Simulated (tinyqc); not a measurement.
From results back to parameters: Penn model of the dielectric constant and Phillips ionicity. Three cases, with inputs chosen for the exercise.

Problem. eps was computed from a and a hidden C.

n = 32/a^3; Ep^2 = 8 pi c e2 n with c = hbar^2/2m0, e2 = e^2/(4 pi eps0); EF = c (3 pi^2 n)^(2/3); eps = 1 + (Ep/Eg)^2 S with S = 1 - Eg/(4 EF) + (Eg/(4 EF))^2/3, Eg the Penn gap. Core d shells are left out.

Phillips: bond length d = sqrt(3) a/4; homopolar gap Eh = 39.74 d^(-2.48) eV (d in angstrom); Eg^2 = Eh^2 + C^2; ionicity fi = C^2/Eg^2.

Constants: hbar^2/2m0 = 3.80998211 eV angstrom^2; e^2/(4 pi eps0) = 14.39964547 eV angstrom.

Find: Eg; Eh; C; fi.

Method. eps falls steadily with Eg, so one Eg fits; C^2 = Eg^2 - Eh^2.

Case 1.

Values chosen (out of a larger set: near those of GaSb; not measured data): a = 6.11 angstrom (cubic lattice constant, 32 valence electrons a cell).

eps = 10.65511

Solution.

Eg = 4.237 eV
Eh = 3.559 eV
C = 2.30 eV
fi = 0.295

Case 2.

Values chosen (out of a larger set: near those of GaN; not measured data): a = 4.504 angstrom (cubic lattice constant, 32 valence electrons a cell).

eps = 4.44495

Solution.

Eg = 10.957 eV
Eh = 7.582 eV
C = 7.91 eV
fi = 0.521

Case 3.

Values chosen (out of a larger set: near those of SiC; not measured data): a = 4.374 angstrom (cubic lattice constant, 32 valence electrons a cell).

eps = 6.72547

Solution.

Eg = 9.038 eV
Eh = 8.153 eV
C = 3.90 eV
fi = 0.186

Computed by tinyqc, one run a case: `OMP_NUM_THREADS=1 python tinyqc.py N N+1 out.jsonl` with N = 1680094, 1680096, 1680140; one thread of a shared Intel(R) Xeon(R) Processor @ 2.30GHz, about 0.01 s a run at most.
